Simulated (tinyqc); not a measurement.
## Tunnelling through a two-layer gate stack, WKB transmission and Tsu-Esaki current: effect of temperature

Electrons leave the emitter at x = 0. Energies E (motion across the layers) are in eV from the emitter Fermi level; the collector Fermi level lies at -V and offers states at every E. No charge in the dielectric and no image force: F1 = V/(t1 + t2 eps1/eps2), F2 = F1 eps1/eps2; U = phi1 - F1 x in layer 1 and phi2 - F1 t1 - F2 (x - t1) in layer 2. With C = hbar^2/(2 m0), kappa = sqrt(m (U - E)/C) where U > E and 0 elsewhere; T(E) = exp(-S), S = 2 times the integral of kappa over x.

Each layer adds (2/F) sqrt(m/C) [G(u at its left edge) - G(u at its right edge)] to S, with u = U - E (0 where negative) and G(u) = (2/3) u^1.5. J = J0 times the integral of T(E) N(E) dE, N = ln[(1 + exp(-E/Vt))/(1 + exp((-E - V)/Vt))], J0 = q^2 me m0 kB T/(2 pi^2 hbar^3) (times 1e-4 for A/cm^2 per eV), from E = -Ef to far above the barrier (T = 1 there), by quadrature converged to the digits shown. The share over the barrier is that of energies above the highest band edge; 0 means below 1e-6 %.

Parameters, values chosen for the exercise; layer 1 close to silicon nitride, layer 2 close to zirconium oxide:
```
symbol  value  unit                                                        meaning
Ef          2    eV              Fermi energy of the emitter above its band bottom
me       0.53    m0                            emitter mass in the supply function
phi1     2.06    eV  barrier of layer 1 above the emitter Fermi level at zero bias
m1       0.51    m0                                     tunnelling mass of layer 1
t1        0.9    nm                                           thickness of layer 1
eps1     7.15                                     relative permittivity of layer 1
phi2     1.47    eV                                barrier of layer 2 at zero bias
m2       0.25    m0                                     tunnelling mass of layer 2
t2        3.3    nm                                           thickness of layer 2
eps2     25.7                                     relative permittivity of layer 2
V         1.2     V                                  voltage across the dielectric
```

Constants: q = 1.602176634e-19 C, kB = 1.380649e-23 J/K, hbar = 1.054571817e-34 J s, m0 = 9.1093837015e-31 kg, Vt = kB T/q, hbar^2/(2 m0) = 0.0380998212 eV nm^2. Results are converted to the units shown.

Result of one run:
```
J (A/cm^2)	mean E of the current (eV)	share over the barrier (%)
0.02701	-0.1678	0
```

Which temperature T gave this result: 50, 200, 300, 500 or 750 K?

T = 50 K.

The whole series:
```
T (K)	J (A/cm^2)	mean E of the current (eV)	share over the barrier (%)
50	0.02701	-0.1678	0
100	0.02743	-0.1652	0
200	0.02923	-0.1542	0
300	0.03281	-0.1332	0
400	0.04011	-0.08894	0
500	0.06292	0.05098	0
600	0.1758	0.3384	0
750	1.510	0.6157	3.41e-5
```

Between 50 and 300 K the current changes by a factor of 1.21, and between 300 and 750 K by 46.0; the mean energy of the current rises from -0.168 to 0.616 eV. The transmission grows by a factor e over d = 0.0709 eV near E = 0, equal to kB T/q at 823 K: far below that temperature the thermal tail adds little.

Program tinyqc, `OMP_NUM_THREADS=1 python tinyqc.py 2540001 2540002 out.jsonl`; Intel Xeon 2.30GHz, shared host, one thread, about 0.04 s.
